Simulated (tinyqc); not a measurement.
# Cell and bit-line capacitance from two signals

Inverse problem. In a DRAM a freshly written one gives the bit-line signal (Vd/2) Cs/(Cs + Cb). Find Cs and Cb.

Values chosen for this exercise:
```
symbol  value  unit        meaning
Vd        1.1     V  array voltage
```

signal of a fresh one without and with 30 fF added to the bit line (mV): 249.05660  159.03614

Solution. (Vd/2)/signal = 1 + Cb/Cs, and the added capacitance raises it by its ratio to Cs.

Cs = 24.0 fF
Cb = 29.0 fF

Computed by the program tinyqc: `OMP_NUM_THREADS=1 python tinyqc.py 2130046 2130047 out.jsonl`, one thread of a shared Intel Xeon 2.30GHz, about 0.01 s for the whole run.
